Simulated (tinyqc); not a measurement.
Floating body of a partially depleted SOI transistor: body voltage and kink: one step of the calculation.

Source at 0 V. Channel current Ic = 2 nf K Vt^2 [F(0) - F(Vd)](1 + la Vd), F(V) = ln^2(1 + exp((Vg - VT - nf V)/(2 nf Vt))), VT = VT0 - gb Vb. Saturation voltage Vs = 2 Vt sqrt(F(0)) + 3 Vt, excess Ve = (Vd - Vs + sqrt((Vd - Vs)^2 + 0.0004 V^2))/2, multiplication M1 = Ai Ve exp(-Bl/Ve). Each junction passes D(v) = J1 (exp(v/Vt) - 1) + J2 (exp(v/(2 Vt)) - 1). Bipolar current Ib = bb J1 (exp(Vb/Vt) - 1). The body settles where M1 (Ic + Ib) = D(Vb) + D(Vb - Vd) + Vb/Rb; drain current Id = (1 + M1)(Ic + Ib) - D(Vb - Vd).

Question. Drain current with floating and with grounded body. Id and VT at the converged Vb, Id at Vb = 0, their ratio, and the bipolar share Ib/(Ic + Ib).

Values chosen for this exercise; values of the order met in partially depleted silicon-on-insulator transistors: temperature T = 358 K; threshold at zero body voltage VT0 = 0.46 V; fall of the threshold per volt of body voltage gb = 0.14; slope factor nf = 1.21; gain factor per width K = 180 uA/(V^2 um); channel-length modulation factor la = 0.05 1/V; impact-ionisation prefactor Ai = 2.18 1/V; impact-ionisation voltage Bl = 5.6 V; diffusion saturation current of each junction J1 = 7.6e-10 uA/um; recombination saturation current of each junction J2 = 8.6e-7 uA/um; gain of the lateral bipolar transistor on the diffusion current bb = 0.5; resistance of a weak body tie to the source (1e9 stands for no tie, and the term is then dropped) Rb = 1e9 kohm um; gate voltage Vg = 0.41 V; drain voltage Vd = 2 V.

Constants: q = 1.602176634e-19 C, kB = 1.380649e-23 J/K, Vt = kB T/q. Results are converted to the units shown.

converged Vb = 0.56685857 V

Find: VT; Id, floating; Id, grounded; ratio; bipolar share.

Answer.

VT = 0.3806 V
Id, floating = 0.4941 uA/um
Id, grounded = 0.09422 uA/um
ratio = 5.244
bipolar share = 8.785 %

The body rises to 0.567 V and lowers the threshold by 79.4 mV.

Range of the model: The multiplication law is an empirical form chosen for the exercise; self-heating and capacitive coupling to the body are left out, and the linear laws are rough once Vb passes about 0.7 V or M1 about 0.1.

tinyqc, about 0.2 s, one thread, Intel Xeon 2.30GHz (shared host): `OMP_NUM_THREADS=1 python tinyqc.py 2182112 2182113 out.jsonl`
